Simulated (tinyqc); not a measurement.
Surface Green function of a dimerised chain, Sancho-Rubio decimation: one step of the calculation.

A semi-infinite lead of cells 0, 1, 2, ... with H0 inside a cell and H1 = <cell i|H|cell i + 1>. Cell A, B with A at the surface; -t1 joins A and B, -t2 joins B to the next A. z = E + i eta.

Question. Decimation. Start with e_s = e = H0, a = H1, b = H1^dagger. Each round: g = (z - e)^(-1); e_s <- e_s + a g b; e <- e + a g b + b g a; a <- a g a; b <- b g b (all with the old a, b). Round k joins cells 2^k apart.

Parameters, values chosen for the exercise:
- E = -0.88 eV (energy)
- eta = 0.01 eV (broadening)

e_s after round 2 (eV):
```
                         A                        B
A   0.00000000+0.00000000i  -0.46000000+0.00000000i
B  -0.46000000+0.00000000i   0.19096774-0.19943094i
```

e after round 2 (eV):
```
                         A                        B
A   0.19096774-0.19943094i  -0.46000000+0.00000000i
B  -0.46000000+0.00000000i   0.19096774-0.19943094i
```

a after round 2 (eV):
```
                       A                     B
A   0.0000000+0.0000000i  0.0000000+0.0000000i
B  -1.1703184+0.1838319i  0.0000000+0.0000000i
```

b after round 2 (eV):
```
                      A                      B
A  0.0000000+0.0000000i  -1.1703184+0.1838319i
B  0.0000000+0.0000000i   0.0000000+0.0000000i
```

Wanted: g; e_s after round 3; e after round 3; a after round 3; b after round 3.

Answer.

g (1/eV):
```
               A              B
A  -1.053-0.295i  -0.412-0.207i
B  -0.412-0.207i  -1.053-0.295i
```

e_s after round 3 (eV):
```
               A              B
A   0.000+0.000i  -0.460+0.000i
B  -0.460+0.000i  -1.342-0.140i
```

e after round 3 (eV):
```
               A              B
A  -1.342-0.140i  -0.460+0.000i
B  -0.460+0.000i  -1.342-0.140i
```

a after round 3 (eV):
```
                 A               B
A   0.0000+0.0000i  0.0000+0.0000i
B  -0.6392-0.0996i  0.0000+0.0000i
```

b after round 3 (eV):
```
                A                B
A  0.0000+0.0000i  -0.6392-0.0996i
B  0.0000+0.0000i   0.0000+0.0000i
```

Computed by the program tinyqc: `OMP_NUM_THREADS=1 python tinyqc.py 2680101 2680102 out.jsonl`, one thread of a shared Intel Xeon 2.30GHz, about 0.02 s for the whole run.
